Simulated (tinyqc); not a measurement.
Inside a calculation. Model: energy and delay of logic against supply voltage.

Program tinyqc, `OMP_NUM_THREADS=1 python tinyqc.py 2082128 2082129 out.jsonl`; Intel Xeon 2.30GHz, shared host, one thread, about 0.01 s. Printed values are rounded.

One expression serves below and above threshold: I(Vg) = Ik [ln(1 + exp((Vg - VT + dd V)/(al nf Vt)))]^al, with I_on = I(V) and I_off = I(0). Gate delay td = kd C V/I_on, clock period LD td. Per gate and cycle the switching energy is act C V^2 and the leakage energy I_off V LD td. No short-circuit current, no variation. Minima are sought above 0.09 V; below a few Vt gates no longer switch and the model has no meaning.

Values chosen for this exercise; values of the order met in logic technologies:

| symbol | value | unit | meaning |
|---|---|---|---|
| T | 358 | K | temperature |
| VT | 0.42 | V | threshold voltage at zero drain bias |
| nf | 1.09 |  | slope factor |
| dd | 0.12 |  | barrier lowering per volt of supply |
| Ik | 0.3 | uA | specific current of a gate |
| al | 1.27 |  | exponent of the current law |
| C | 2.3 | fF | load capacitance of a gate |
| kd | 1.2 |  | delay factor |
| LD | 20 |  | logic depth |
| act | 0.1 |  | activity factor |
| V | 0.39 | V | supply voltage |

Constants: q = 1.602176634e-19 C, kB = 1.380649e-23 J/K, Vt = kB T/q. Results are converted to the units shown.

## Currents, delay and energies

I_on, I_off, td, clock frequency 1/(LD td), both energies and their sum.

I_on = 0.265788 uA
I_off = 0.00454063 nA
td = 4049.84 ps
clock frequency = 0.0123462 GHz
switching energy = 34.9830 aJ
leakage energy = 0.143433 aJ
energy = 35.1264 aJ

I_on/I_off = 58500; leakage makes up 0.408 % of the energy.

## Starting value

V = 0.25 V.

V at the start = 0.25 V

## Iteration 1: new V

Minimum-energy supply: E(V) is the energy per gate and cycle; with h = 0.001 V, E' = (E(V + h) - E(V - h))/(2 h), E'' = (E(V - h) - 2 E(V) + E(V + h))/h^2, V(new) = V - E'/E''.

E' = 70.9299 aJ/V
E'' = 1356.70 aJ/V^2
V after iteration 1 = 0.197719 V

## Iteration 2: new V

As before.

E' = -27.1701 aJ/V
E'' = 2473.66 aJ/V^2
V after iteration 2 = 0.208703 V

## Course of the iteration

Stop when the step is below 1e-9 V, or after 40 iterations.

Course of the iteration:
```
iteration  V before the step (V)  step (V)
1                           0.25   -0.0523
2                       0.197719    0.0110
3                       0.208703   6.66e-4
4                       0.209369   2.44e-6
5                       0.209371  2.41e-11
```

Converged in 5 iterations. There leakage makes up 32.4 % of the energy and the clock runs at 0.103 MHz.
